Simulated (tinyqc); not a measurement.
Floating body of a partially depleted SOI transistor: body voltage and kink: one step of the calculation.

Source at 0 V. Channel current Ic = 2 nf K Vt^2 [F(0) - F(Vd)](1 + la Vd), F(V) = ln^2(1 + exp((Vg - VT - nf V)/(2 nf Vt))), VT = VT0 - gb Vb. Saturation voltage Vs = 2 Vt sqrt(F(0)) + 3 Vt, excess Ve = (Vd - Vs + sqrt((Vd - Vs)^2 + 0.0004 V^2))/2, multiplication M1 = Ai Ve exp(-Bl/Ve). Each junction passes D(v) = J1 (exp(v/Vt) - 1) + J2 (exp(v/(2 Vt)) - 1). Bipolar current Ib = bb J1 (exp(Vb/Vt) - 1). The body settles where M1 (Ic + Ib) = D(Vb) + D(Vb - Vd) + Vb/Rb; drain current Id = (1 + M1)(Ic + Ib) - D(Vb - Vd).

Problem. Drain current with floating and with grounded body. Id and VT at the converged Vb, Id at Vb = 0, their ratio, and the bipolar share Ib/(Ic + Ib).

Inputs (values chosen for the exercise); values of the order met in partially depleted silicon-on-insulator transistors:
- T = 300 K (temperature)
- VT0 = 0.45 V (threshold at zero body voltage)
- gb = 0.17 (fall of the threshold per volt of body voltage)
- nf = 1.31 (slope factor)
- K = 380 uA/(V^2 um) (gain factor per width)
- la = 0.08 1/V (channel-length modulation factor)
- Ai = 1.47 1/V (impact-ionisation prefactor)
- Bl = 5.8 V (impact-ionisation voltage)
- J1 = 1.6e-12 uA/um (diffusion saturation current of each junction)
- J2 = 5.3e-9 uA/um (recombination saturation current of each junction)
- bb = 0.5 (gain of the lateral bipolar transistor on the diffusion current)
- Rb = 1e9 kohm um (resistance of a weak body tie to the source (1e9 stands for no tie, and the term is then dropped))
- Vg = 0.37 V (gate voltage)
- Vd = 2.4 V (drain voltage)

Constants: q = 1.602176634e-19 C, kB = 1.380649e-23 J/K, Vt = kB T/q. Results are converted to the units shown.

converged Vb = 0.66278147 V

Give: VT; Id, floating; Id, grounded; ratio; bipolar share.

Solution.

VT = 0.3373 V
Id, floating = 1.065 uA/um
Id, grounded = 0.07247 uA/um
ratio = 14.69
bipolar share = 12.90 %

The body rises to 0.663 V and lowers the threshold by 113 mV.

Range of the model: The multiplication law is an empirical form chosen for the exercise; self-heating and capacitive coupling to the body are left out, and the linear laws are rough once Vb passes about 0.7 V or M1 about 0.1.

Numbers from tinyqc (`OMP_NUM_THREADS=1 python tinyqc.py 2182091 2182092 out.jsonl`; about 0.2 s on one thread of a shared Intel Xeon 2.30GHz).
